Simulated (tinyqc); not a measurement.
# AlGaN/GaN HEMT with access regions, lumped model: what changes with what

A polarisation-induced electron sheet under a Schottky gate, in series with two ungated access regions and contacts. Drift law v = mu E/(1 + mu E/vs) under the gate. Currents in mA/mm, resistances in ohm mm. No self-heating, no channel-length modulation; fits for polarisation, barrier and offset are chosen for the exercise.

Parameters, values chosen for the exercise; values close to those of AlGaN/GaN structures:
```
symbol,value,unit,meaning
x,0.28,,aluminium share of the barrier
d,12,nm,barrier thickness
eps_r,9.5,,relative permittivity of barrier and channel
mu,1100,cm^2/(V s),channel mobility
vs,1.1e7,cm/s,saturation velocity
Lg,0.15,um,gate length
Ls,0.5,um,source access length
Ld,12,um,drain access length
Rc,0.16,ohm mm,resistance of each contact
ft,0,,share of the drain-access electrons removed by traps
Vg,0,V,gate voltage
```

Constants: q = 1.602176634e-19 C, eps0 = 8.8541878128e-14 F/cm where lengths are in cm. Results are converted to the units shown.

Each table varies one quantity; the others keep the values above.

## Effect of the barrier thickness

sigma = (5e13 x + 1.6e13 x^2) cm^-2, phiB = 0.84 + 1.3 x, dEc = 0.7 (1.71 x + x^2) in volts, Cb = eps0 eps_r/d, VT = phiB - dEc - q sigma/Cb, access density n0 = -Cb VT/q. Access resistance R(L, n) = L/(q mu n sqrt(1 - (I/(q n vs))^2)); Rs = Rc + R(Ls, n0), Rd = Rc + R(Ld, (1 - ft) n0). Vg' = Vg - I Rs, Vd' = Vd - I (Rs + Rd); with u = Vg' - VT, Vc = vs Lg/mu and w the smaller of Vd' and Vc [sqrt(1 + 2 u/Vc) - 1] (0 if negative), the channel gives (mu Cb/Lg)(u w - w^2/2)/(1 + w/Vc). I equals that channel current. Isat is I at Vd = 10 V, gm = dIsat/dVg, Ron the limit of Vd/I at small Vd.

Effect of the barrier thickness:

| d (nm) | VT (V) | n0 (cm^-2) | Ron (ohm mm) | Isat (mA/mm) | gm (mS/mm) |
|---|---|---|---|---|---|
| 8 | -1.511 | 9.913e12 | 7.561 | 787.0 | 583.5 |
| 11 | -2.382 | 1.137e13 | 6.633 | 1073 | 487.5 |
| 14 | -3.254 | 1.220e13 | 6.202 | 1259 | 147.7 |
| 18 | -4.416 | 1.288e13 | 5.893 | 1344 | 37.00 |
| 22 | -5.578 | 1.331e13 | 5.712 | 1393 | 21.22 |
| 27 | -7.031 | 1.367e13 | 5.570 | 1433 | 13.81 |
| 33 | -8.774 | 1.396e13 | 5.462 | 1464 | 9.718 |

Read the table: what changes, and by how much?

As d goes from 8 to 33 nm, Ron falls from 7.56 to 5.46 ohm mm, Isat rises from 787 to 1460 mA/mm and gm falls from 583 to 9.72 mS/mm. VT falls from -1.51 to -8.77 V. In every row the power passes 5 W/mm, where self-heating, left out here, lowers the current. For d = 14 to 33 nm the gated channel is not yet saturated at 10 V, because the access regions take the voltage, and gm drops.

## Effect of the source access length

Same model as above.

The same in every row: VT (V) = -2.673; n0 (cm^-2) = 1.169e13.

Effect of the source access length:

| Ls (um) | Ron (ohm mm) | Isat (mA/mm) | gm (mS/mm) |
|---|---|---|---|
| 0.1 | 6.264 | 1245 | 82.99 |
| 0.3 | 6.361 | 1213 | 396.5 |
| 0.6 | 6.507 | 1117 | 445.9 |
| 1 | 6.701 | 1015 | 399.6 |
| 1.5 | 6.944 | 914.9 | 357.8 |
| 2.5 | 7.429 | 769.0 | 300.2 |
| 4 | 8.157 | 624.0 | 244.3 |

As Ls goes from 0.1 to 4 um, Ron rises from 6.26 to 8.16 ohm mm, Isat falls from 1250 to 624 mA/mm and gm goes from 83.0 through a maximum of 446 (at Ls = 0.6 um among the rows listed) to 244 mS/mm. The ceiling Cb vs is 771 mS/mm. In every row the power passes 5 W/mm, where self-heating, left out here, lowers the current. For Ls = 0.1 to 0.3 um the gated channel is not yet saturated at 10 V, because the access regions take the voltage, and gm drops.

## Effect of the gate length

Same model as above.

The same in every row: VT (V) = -2.673; n0 (cm^-2) = 1.169e13.

Effect of the gate length:

| Lg (um) | Ron (ohm mm) | Isat (mA/mm) | gm (mS/mm) |
|---|---|---|---|
| 0.05 | 6.410 | 1238 | 52.11 |
| 0.09 | 6.429 | 1216 | 276.2 |
| 0.16 | 6.463 | 1136 | 459.4 |
| 0.29 | 6.526 | 1031 | 442.9 |
| 0.52 | 6.638 | 907.1 | 416.4 |
| 0.93 | 6.837 | 764.9 | 377.7 |
| 1.7 | 7.210 | 606.4 | 324.3 |
| 3 | 7.841 | 459.0 | 264.7 |

What does the comparison show, and why?

As Lg goes from 0.05 to 3 um, Ron rises from 6.41 to 7.84 ohm mm, Isat falls from 1240 to 459 mA/mm and gm goes from 52.1 through a maximum of 459 (at Lg = 0.16 um among the rows listed) to 265 mS/mm. The ceiling Cb vs is 771 mS/mm. For Lg = 0.05 to 1.7 um the power passes 5 W/mm, where self-heating, left out here, lowers the current. For Lg = 0.05 to 0.09 um the gated channel is not yet saturated at 10 V, because the access regions take the voltage, and gm drops.

Numbers from tinyqc (`OMP_NUM_THREADS=1 python tinyqc.py 2570095 2570096 out.jsonl`; about 0.02 s on one thread of a shared Intel Xeon 2.30GHz).
